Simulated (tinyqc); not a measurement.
Order of mass and momentum: double quantum well by finite differences.

Finite differences on points z_i at the centres of cells of width h: H_ii = (c/h^2)(1/m_(i-1/2) + 1/m_(i+1/2)) + V_i, H_(i,i+1) = -(c/h^2)/m_(i+1/2), where m_(i+1/2) is the mean of the masses at the two points (the end values are repeated outwards), psi = 0 on the points beyond both ends, c = hbar^2/2m0. The field adds e F (z - z0) with z0 the middle of the structure; 1 kV/cm = 1e-5 eV/angstrom.

Constants: hbar^2/2m0 = 3.80998211 eV angstrom^2.

Parameters, chosen for this exercise (out of a larger set: near those of an InGaAs well in InAlAs; not measured data):

| symbol | value | unit | meaning |
|---|---|---|---|
| layers | ((51, 0.508, 0.0732), (68, 0, 0.0404), (17, 0.508, 0.0732), (68, 0, 0.0404), (51, 0.508, 0.0732)) |  | each layer: thickness in angstrom, band edge in eV, mass in m0 |
| F | 21 | kV/cm | field along z |
| hf | 1.0625 | angstrom | cell width of the fine grid |

Fine grid. Hermitian kinetic operators m^a p m^b p m^a with 2a + b = -1: H_ii = (c/h^2) m_i^(2a) (m_(i-1/2)^b + m_(i+1/2)^b) + V_i, H_(i,i+1) = -(c/h^2) m_i^a m_(i+1)^a m_(i+1/2)^b; BenDaniel-Duke is a = 0. The halved form has H_ii = 2c/(h^2 m_i) + V_i and H_(i,i+1) = -(c/2h^2)(1/m_i + 1/m_(i+1)). The shifts are measured against BenDaniel-Duke; the last column repeats E1 with cells of hf/4.

Levels (eV):

| operator | E1 | E2 | E1 - E1(BDD) (meV) | E1 at hf/4 |
|---|---|---|---|---|
| BenDaniel-Duke | 0.0718 | 0.0992 | 0.0 | 0.0718 |
| (1/m) p^2 + p^2 (1/m), halved | -0.0139 | 0.0539 | -85.6 | -1.6955 |
| m^(-1/2) p^2 m^(-1/2) | 0.1000 | 0.1284 | 28.3 | 0.1001 |
| m^(-1/4) p m^(-1/2) p m^(-1/4) | 0.0857 | 0.1139 | 13.9 | 0.0858 |
| one mass, the smallest | 0.0807 | 0.1176 | 9.0 | 0.0808 |

The three forms m^a p m^b p m^a span 28.3 meV in E1, 103 % of E2 - E1; they differ only at the mass steps (largest to smallest mass 1.81), where m^a psi is the continuous quantity. Dropping the mass step altogether moves E1 by +9.0 meV. Refining the grid moves the halved form by -1681.6 meV, against at most 0.09 meV for the other three: at an abrupt step it has no limit as the grid is refined.

Computed by tinyqc, a small Python program: `OMP_NUM_THREADS=1 python tinyqc.py 1252254 1252255 out.jsonl` (the numbers bound the seed that draws the inputs); one thread of a shared host (Intel(R) Xeon(R) Processor @ 2.30GHz), about 0.04 s for the whole set of steps.
